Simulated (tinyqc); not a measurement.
Born-von Karman spring model of a cubic crystal with one atom per cell: one step, computed by the program tinyqc. Command: `OMP_NUM_THREADS=1 python tinyqc.py 3019369 3019370 out.jsonl springs walk`. One thread of a shared host (Intel(R) Xeon(R) Processor @ 2.30GHz), about 0.1 s of CPU time with the checks.

First neighbours lie at a/2 (1,1,0) (12 of them), second at a (1,0,0) (6), with all permutations and signs; the volume per atom is Omega = a^3/4.

Question. Debye temperature from the elastic constants. Christoffel matrix G_xx = C11 n_x^2 + C44 (1 - n_x^2), G_xy = (C12 + C44) n_x n_y, with eigenvalues rho v^2; v_m^-3 is the mean of v^-3 over three branches and all directions (12 Gauss-Legendre points in cos(theta) times 24 angles phi = (j + 1/2) pi/12); q_D = (6 pi^2/Omega)^(1/3); Theta = hbar v_m q_D/k_B.

Inputs (values chosen for the exercise, for a model crystal): lattice constant a = 3.78 angstrom.

Lattice: fcc.

C12 = 166.1517 GPa

C44 = 166.1517 GPa

C11 = 362.8210 GPa

density rho = 8165.857 kg/m^3

Constants: hbar = 1.054571817e-34 J s; k_B = 1.380649e-23 J/K.

Give: mean velocity v_m; Debye wave number q_D; elastic Debye temperature.

Answer.

mean velocity v_m = 4487 m/s

Debye wave number q_D = 1.637 1/angstrom

elastic Debye temperature = 561.0 K
